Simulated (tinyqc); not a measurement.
Ionisation potential and affinity of a slab from the planar-averaged potential: one step. The potential line-up. Two cases, with inputs chosen for the exercise.

Question. Read the macroscopic average in the middle of each region, j = 12 and j = 38, and its slope in A by a central difference over two points each way.

Case 1.

Values chosen (out of a larger set: gap near that of InAs; not measured data): h = 0.3 angstrom (grid step).

macroscopic average (eV): -5.35358  -6.70852  -7.93455  -8.94810  -9.69181  -10.16445  -10.42407  -10.53594  -10.56923  -10.57770  -10.57957  -10.57991  -10.57996  -10.57991  -10.57957  -10.57770  -10.56923  -10.53594  -10.42407  -10.15846  -9.67386  -8.91848  -7.89360  -6.65626  -5.29000  -3.92374  -2.68640  -1.66152  -0.90614  -0.42154  -0.15593  -0.04406  -0.01077  -0.00230  -0.00043  -0.00008  -0.00002  0.00000  0.00000  0.00000  -0.00002  -0.00009  -0.00041  -0.00194  -0.00976  -0.04839  -0.17158  -0.44849  -0.94444  -1.71149  -2.74868  -3.99266

Case 2.

Values chosen (out of a larger set: gap near that of GaAs; not measured data): h = 0.3 angstrom (grid step).

macroscopic average (eV): -5.83438  -7.31980  -8.68118  -9.79818  -10.61009  -11.11551  -11.37438  -11.48623  -11.52620  -11.53704  -11.53942  -11.53989  -11.53995  -11.53989  -11.53942  -11.53704  -11.52620  -11.48623  -11.37438  -11.10938  -10.59171  -9.76790  -8.63946  -7.26675  -5.77000  -4.27325  -2.90054  -1.77210  -0.94829  -0.43062  -0.16562  -0.05377  -0.01380  -0.00296  -0.00058  -0.00011  -0.00002  -0.00001  0.00000  -0.00001  -0.00003  -0.00013  -0.00049  -0.00230  -0.01223  -0.05742  -0.18060  -0.45691  -0.98602  -1.82184  -2.96310  -4.34285

Give: plateau in A; plateau in vacuum; dV = vacuum - A; slope in A.

Answer.

Case 1.

plateau in A = -10.580 eV
plateau in vacuum = 0.000 eV
dV = vacuum - A = 10.580 eV
slope in A = 0.000 eV/angstrom

Case 2.

plateau in A = -11.540 eV
plateau in vacuum = 0.000 eV
dV = vacuum - A = 11.540 eV
slope in A = 0.000 eV/angstrom

The plateaus are flat, so the line-up is well defined.

Computed by tinyqc, one run a case: `OMP_NUM_THREADS=1 python tinyqc.py N N+1 out.jsonl` with N = 1850811, 1880513; one thread of a shared Intel(R) Xeon(R) Processor @ 2.30GHz, about 0.01 s a run at most.
